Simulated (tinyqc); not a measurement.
# Thermal RC ladder, step response: two studies

A ladder of 2 nodes: R_i joins node i to node i + 1, the last R to the ambient; C_i is the heat capacity of node i; theta is the rise above ambient, zero at t = 0. d theta/dt = -A theta + b with b = (Pw/C_1, 0, ...), times in ms.

Values chosen for this exercise: resistances, junction to ambient R = [0.1, 1.2] K/W; heat capacities of the nodes C = [0.39, 2.4] mJ/K; power at node 1 from t = 0 Pw = 9.7 W.

Each table varies one quantity; the others keep the values above.

## Pulse trains: peak against mean temperature

A = C^(-1) K, K_ii = 1/R_(i-1) + 1/R_i (no first term for node 1), K_(i,i+1) = K_(i+1,i) = -1/R_i. The time constants tau_k are the inverse eigenvalues of A; the rise of node 1 per watt is Z(t) = sum_k r_k (1 - exp(-t/tau_k)), with r_k = v_k1^2 tau_k/C_1 and v_k the unit eigenvectors of C^(-1/2) K C^(-1/2). For pulses of length tp = 2 ms and period tp/D, the steady peak rise per watt is sum_k r_k (1 - exp(-tp/tau_k))/(1 - exp(-tp/(D tau_k))), and the mean is D sum R.

Pulse trains: peak against mean temperature:
```
D     peak (K/W)  mean (K/W)  peak/mean  peak rise (K)
0.01     0.62452    0.013000     48.040         6.0579
0.02     0.62452    0.026000     24.020         6.0579
0.05     0.62452    0.065000     9.6081         6.0579
0.1      0.62594     0.13000     4.8149         6.0716
0.2      0.65394     0.26000     2.5152         6.3432
0.3      0.71195     0.39000     1.8255         6.9060
0.5      0.86443     0.65000     1.3299         8.3850
0.8       1.1220      1.0400     1.0788         10.883
```

The peak rises from 0.625 to 1.12 K/W, while its ratio to the mean falls from 48.0 to 1.08. In the first row the peak is within 0.01 % of that of a single pulse, 0.625 K/W.

## Single pulses of growing length

Same model as above.

Result of one run:
```
t (ms)  Z(t) (K/W)   Z/sum R  t/C_1 (K/W)  rise (K)
0.0067    0.015797  0.012152     0.017179   0.15323
```

What becomes of these results when the pulse length t is changed from 0.0067 to 0.084 ms, all else the same?

Result of the changed run:
```
t (ms)  Z(t) (K/W)   Z/sum R  t/C_1 (K/W)  rise (K)
0.084     0.097973  0.075364      0.21538   0.95034
```

The whole series:
```
t (ms)  Z(t) (K/W)   Z/sum R  t/C_1 (K/W)  rise (K)
0.0067    0.015797  0.012152     0.017179   0.15323
0.016     0.033802  0.026002     0.041026   0.32788
0.036     0.061592  0.047379     0.092308   0.59744
0.084     0.097973  0.075364      0.21538   0.95034
0.2        0.14445   0.11111      0.51282    1.4011
0.46       0.23083   0.17756       1.1795    2.2390
1.1        0.41658   0.32045       2.8205    4.0409
2.5        0.71809   0.55237       6.4103    6.9654
5.8         1.0825   0.83268       14.872    10.500
13          1.2746   0.98045       33.333    12.363
```

Z rises from 0.0158 to 1.27 K/W, against 1.30 K/W in the steady state. In the first row it is 8.0 % below t/C_1, the limit in which only the first heat capacity is charged. It passes half of the steady value at t = 2.5 ms among the rows.

Numbers from tinyqc (`OMP_NUM_THREADS=1 python tinyqc.py 2520123 2520124 out.jsonl`; about 0.01 s on one thread of a shared Intel Xeon 2.30GHz).
